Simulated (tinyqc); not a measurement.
What moves the results: six-band hole subbands of a thin body in a field. A value that a table varies takes the place of the one given here.

Basis X, Y, Z times spin, hole energies counted downwards from the unstrained edge (the hydrostatic shift is left out), c = hbar^2/2m0. For a symmetric tensor T let C(T) have C_XX = L Txx + M (Tyy + Tzz), C_XY = N Txy (cyclic), L = c (g1 + 4 g2), M = c (g1 - 2 g2), N = 6 c g3. k = q + kz n, n the unit normal, q = k1 u + k2 v with u along the channel [1-10] and v = n x u. H = C(k k^T) + (Dso/3)(1 - L.sigma) - B + e F z with (L_k)_ij = -i epsilon_kij; B is the block C built from the traceless strain with 2b, -b and sqrt(3) d in place of L, M, N. Strain: exx = eyy = (s11 + s12) sx/2, ezz = s12 sx, exy = -s44 sx/4. Hard walls at z = 0 and t; basis sin(j pi z/t), j = 1 to Nz: kz^2 = (j pi/t)^2, kz = -i D with D_jl = 4 j l/(t (j^2 - l^2)), z_jj = t/2 and z_jl = -8 t j l/(pi (j^2 - l^2))^2 for j + l odd; 1 MV/cm = 0.01 eV/angstrom.

Nz = 14. E1 is the top subband at q = 0, gap the distance to the next pair, and the masses are c q^2/(E(q) - E1) at |q| = 0.02 1/angstrom (mean of the spin pair) along the channel [1-10] and across it in the plane; a dash marks a band that does not rise.

Constants: hbar^2/2m0 = 3.80998211 eV angstrom^2.

Values chosen for the exercise (near those of a p-type Si channel; shifted at random, so the results belong to these values and not to a real crystal): g1 = 4.28 (Luttinger gamma1); g2 = 0.34 (gamma2); g3 = 1.44 (gamma3); Dso = 0.043 eV (spin-orbit splitting); b = -2.12 eV (tetragonal potential); d = -4.76 eV (trigonal potential); S = (7.78, -2.15, 12.37) 1/TPa (compliances s11, s12, s44); face = 111 (surface); t = 85 angstrom (body thickness); F = 0 MV/cm (field across the body); sx = 0 GPa (stress along the channel [1-10], negative in compression).

## Stress along the channel

Each row has its own sx.

Results:

| sx (GPa) | E1 (meV) | gap (meV) | m channel | m across |
|---|---|---|---|---|
| -3.0 | -88.5 | 22.2 | 0.119 | 1.145 |
| -2.0 | -53.3 | 22.3 | 0.121 | 1.049 |
| -1.0 | -19.0 | 22.5 | 0.130 | 0.823 |
| -0.5 | -3.3 | 22.4 | 0.145 | 0.584 |
| 0.0 | 7.3 | 18.6 | 0.245 | 0.254 |
| 0.5 | 4.7 | 22.8 | 0.427 | 0.154 |
| 1.0 | -3.4 | 23.7 | 0.451 | 0.151 |

What can be read from the table?

Under 2 GPa of compression the channel mass goes from 0.245 to 0.121 m0, the mass across from 0.254 to 1.049; the gap to the next subband is 22, 19 and 24 meV at -2, 0 and +1 GPa. The lightest channel mass of the table, 0.119 m0, is at -3.0 GPa.

## Surface orientation and number of bands

Three faces, six bands; and four bands, with Dso set to 1000 eV.

Results:

| case | E1 (meV) | gap (meV) | m channel | m across |
|---|---|---|---|---|
| (001) 6 bands | 18.7 | 6.5 | 0.516 | 0.516 |
| (001) 4 bands | 18.7 | 7.1 | 0.451 | 0.451 |
| (110) 6 bands | 7.1 | 9.9 | 0.133 | 0.280 |
| (110) 4 bands | 9.2 | 26.2 | 0.151 | 0.279 |
| (111) 6 bands | 7.3 | 18.6 | 0.245 | 0.254 |
| (111) 4 bands | 7.3 | 21.9 | 0.193 | 0.193 |

What can be read from the table?

With six bands the top subband is shallowest on (110) (7.1 meV) and deepest on (001). The lightest channel mass is on (110) (0.133 m0). Dropping the split-off band moves E1 by 0.0, 2.1 and 0.0 meV and the gap by 0.6, 16.3 and 3.3 meV on the three faces, with Dso = 43 meV.

## What each parameter does

Six bands. Each row changes one parameter from the base and keeps the others.

Results:

| case | E1 (meV) | gap (meV) | m channel (m0) | m across (m0) |
|---|---|---|---|---|
| base | 7.3 | 18.6 | 0.245 | 0.254 |
| t = 95 angstrom | 5.8 | 16.5 | 0.243 | 0.254 |
| F = 0.3 MV/cm | 85.0 | 24.5 | 0.275 | 0.279 |
| sx = -0.5 GPa | -3.3 | 22.4 | 0.145 | 0.584 |
| g3 = 1.34 | 8.3 | 17.9 | 0.236 | 0.241 |
| g2 = 0.39 | 7.3 | 18.6 | 0.242 | 0.250 |
| Dso = 0.065 eV | 7.3 | 21.9 | 0.229 | 0.234 |
| d = -3.81 eV | 7.3 | 18.6 | 0.245 | 0.254 |

How do the results move?

The largest shifts from the base row, up to three for each result and ties (the steps differ in size, so this ranks the rows, not the parameters). E1 (meV): F +77.7, sx -10.6, t -1.5; unchanged at the printed digits by g2, Dso and d. gap (meV): F +5.9, sx +3.8, Dso +3.3; unchanged at the printed digits by g2 and d. m channel (m0): sx -0.100, F +0.031, Dso -0.016; unchanged at the printed digits by d. m across (m0): sx +0.330, F +0.025, Dso -0.020; unchanged at the printed digits by t and d.

Run: tinyqc, `OMP_NUM_THREADS=1 python tinyqc.py 1281864 1281865 out.jsonl`; Intel(R) Xeon(R) Processor @ 2.30GHz, one thread, shared host; about 0.4 s of CPU time with all checks.
